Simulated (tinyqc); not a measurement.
## Permittivity of the insulator from five potentials

Problem. A node lies on a semiconductor-insulator interface. Steps: hs = tb/1 down into the semiconductor, ho = tox/1 up into the insulator, hy = L/4 sideways. The flux balance of its box reads eox (hy/ho)(above - node) + eps_r (hy/hs)(below - node) + [(eps_r hs + eox ho)/(2 hy)](left + right - 2 node) - q Na (hs/2) hy/eps0 = 0. Find eox.

Parameters, values chosen for the exercise; semiconductor permittivity made up:
- eps_r = 11.7 (relative permittivity of the semiconductor)
- tb = 4 nm (half the body thickness)
- tox = 2.4 nm (insulator thickness)
- L = 22 nm (channel length)
- Na = 0 cm^-3 (acceptor density of the depleted body)

Constants: q = 1.602176634e-19 C, eps0 = 8.8541878128e-14 F/cm where lengths are in cm. Results are converted to the units shown.

psi (V): node 0.12646831, above 0, below 0.18154566, left 0.46, right 0.069923058

Answer. The balance is linear in eox.

eox = 9.000

Numbers from tinyqc (`OMP_NUM_THREADS=1 python tinyqc.py 2480053 2480054 out.jsonl`; about 0.08 s on one thread of a shared Intel Xeon 2.30GHz).
